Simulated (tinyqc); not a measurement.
# Changing the interaction slope b

Model: liquidus of a compound AB in a simple-solution melt, liquid-phase epitaxy and vapour pressures. Computed by tinyqc, a small Python program. Command: `OMP_NUM_THREADS=1 python tinyqc.py 3005502 3005503 out.jsonl liq35 sweep`. One thread of a shared host (Intel(R) Xeon(R) Processor @ 2.30GHz), about 0.01 s of CPU time with the checks.

x is the atom fraction of B in the melt. The melt is a simple solution: R T ln gamma_B = W (1 - x)^2, R T ln gamma_A = W x^2, W = a + b T. The solid AB is stoichiometric.

Inputs (values chosen for the exercise, modelled on GaSb for the melt):
```
quantity                                 value       unit
melting point T_F                          983          K
entropy of fusion S_F                     64.7  J/(mol K)
interaction a                               19     kJ/mol
saturation temperature T                   570          K
heat of evaporation of A                   266     kJ/mol
entropy of evaporation of A                104  J/(mol K)
heat of evaporation of B as (1/2) B2       112     kJ/mol
entropy of evaporation of B as (1/2) B2   58.7  J/(mol K)
```

Constants: R = 8.314462618 J/(mol K).

Method:
- Liquidus (Vieland): f(x) = R T ln[4 x (1 - x)] + 2 W (1/2 - x)^2 + S_F (T_F - T) = 0.
- Newton steps with f' = (1 - 2x)[R T/(x (1 - x)) - 2 W], from the dilute estimate x = (1/4) exp[-(S_F (T_F - T) + W/2)/(R T)]; stop below 1e-13; f under 1e-6 shown as 0.
- Over the A-rich liquidus: p_A = gamma_A (1 - x) exp(S_A/R - H_A/(R T)), p_B2 = [gamma_B x exp(S_B/R - H_B/(R T))]^2, in bar. Free evaporation is congruent while the A flux over this liquidus is at least the B flux; with A and B2 taken as equal in mass for the estimate, T_c solves p_A = 2 p_B2.

One run for each value:
```
interaction slope b (J/(mol K))  solubility x  W (kJ/mol)  congruent temperature T_c (K)  log10 p_B2
-39.0                               0.0012505      -3.230                         753.61     -20.791
-34.9                               0.0009783      -0.893                         725.23     -20.577
-30.7                               0.0007604       1.501                         695.94     -20.358
-26.5                               0.0005909       3.895                         667.66     -20.139
-22.3                               0.0004590       6.289                         641.01     -19.919
```

Over the rows, solubility x falls from 0.00125 to 4.59e-4; W (kJ/mol) rises from -3.23 to 6.29; congruent temperature T_c (K) falls from 754 to 641.  Left out: -18.1, -13.9, -9.76 (T too near T_F, or W above 1.5 R T).

Extremes, crossings and ranges named in words are read from the listed rows.
